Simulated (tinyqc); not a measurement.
Inside a calculation: two-band massive Dirac model of the K valleys. Values are carried at full precision from step to step, so a last printed digit may differ when a step is redone from the rounded ones.

Basis (conduction, valence): H = [[D/2, a t (tau kx - i ky)], [a t (tau kx + i ky), -D/2 + lam tau sz]], valley tau = +/-1, spin sz = +/-1. The gap of a spin and valley is G = D - lam tau sz. Berry curvature Omega = curl of i<u|grad u>; for the conduction band Omega_c = -tau 2 a^2 t^2 G/(G^2 + 4 a^2 t^2 k^2)^(3/2), and Omega_v = -Omega_c.

Constants: hbar^2/2m0 = 3.80998211 eV angstrom^2.

Parameters, chosen for this exercise (near those used for monolayer MoSe2; shifted at random, so the results belong to these values and not to a real crystal): a = 3.32 angstrom (lattice constant); D = 1.46 eV (gap parameter); t = 0.98 eV (effective hopping); lam = 0.103 eV (half the valence spin splitting); tau = 1 (valley); sz = 1 (spin); k = (0.04, 0.071) 1/angstrom (wave vector from the valley); h = 0.02 1/angstrom (side of the plaquette).

## Band edges of the four flavours

At k = 0: Ec = D/2, Ev = -D/2 + lam tau sz; mass m/m0 = c G/(a t)^2 for both bands, c = hbar^2/2m0; Omega_c(0) = -2 tau a^2 t^2/G^2.

Edges:
```
tau  sz  Ec (eV)  Ev (eV)  G (eV)  mass (m0)  Omega_c (angstrom^2)
1     1   0.7300  -0.6270  1.3570     0.4884               -11.497
1    -1   0.7300  -0.8330  1.5630     0.5625                -8.666
-1    1   0.7300  -0.8330  1.5630     0.5625                 8.666
-1   -1   0.7300  -0.6270  1.3570     0.4884                11.497
```

The top of the valence band has spin up at tau = +1 and spin down at tau = -1: spin and valley are locked, with 206 meV between the two valence bands (A and B transitions at 1.357 and 1.563 eV, without exciton binding).

## H at one k

Fill in the matrix and diagonalise: E = lam tau sz/2 -/+ sqrt(G^2/4 + a^2 t^2 k^2).

H (eV), rows c, v and columns alike:
$$\begin{pmatrix}
0.7300 & 0.1301-0.2310i \\
0.1301+0.2310i & -0.6270
\end{pmatrix}$$

levels (eV): [-0.6770, 0.7800]

cos(theta) = G/(E+ - E-) = 0.9314

## Curvature, orbital moment and circular dichroism

Omega_c from the formula; orbital moment of both bands m = -tau (a t)^2 G/(c (G^2 + 4 a^2 t^2 k^2)) in Bohr magnetons (charge -e), c = hbar^2/2m0; interband strengths |P+/-|^2 proportional to (1 +/- tau cos(theta))^2 for P+/- = Px +/- i Py, and eta = (|P+|^2 - |P-|^2)/(|P+|^2 + |P-|^2) = 2 tau cos(theta)/(1 + cos^2(theta)).

Omega_c = -9.290 angstrom^2
orbital moment = -1.776 muB
eta = 0.9975

All three change sign with the valley. The selection rule, exact at k = 0, still holds to 99.7 % here.

## The curvature from a plaquette

Corners counter-clockwise around k, from (-h/2, -h/2); upper eigenvector u with its first component real and positive; Omega = -(sum of arg <u_j|u_(j+1)>)/h^2.

Corners:
```
j      kx      ky      u_c               u_v  arg <u_j|u_j+1> (rad)
1  0.0300  0.0610  0.98761  0.06925+0.14080i              -0.006426
2  0.0500  0.0610  0.98370  0.11399+0.13907i               0.005093
3  0.0500  0.0810  0.97717  0.11161+0.18080i               0.008175
4  0.0300  0.0810  0.98079  0.06776+0.18294i              -0.003131
```

Omega_c from the plaquette = -9.278 angstrom^2

The formula at the centre gives -9.290; the plaquette averages over its area.

## Checks

- Curvature formula against a plaquette of side 1e-4: both -9.2901.
- Eta against the matrix elements of dH/dkx +/- i dH/dky: both 0.99748.

Computed by tinyqc, a small Python program: `OMP_NUM_THREADS=1 python tinyqc.py 1480172 1480173 out.jsonl` (the numbers bound the seed that draws the inputs); one thread of a shared host (Intel(R) Xeon(R) Processor @ 2.30GHz), about 0.01 s for the whole set of steps.
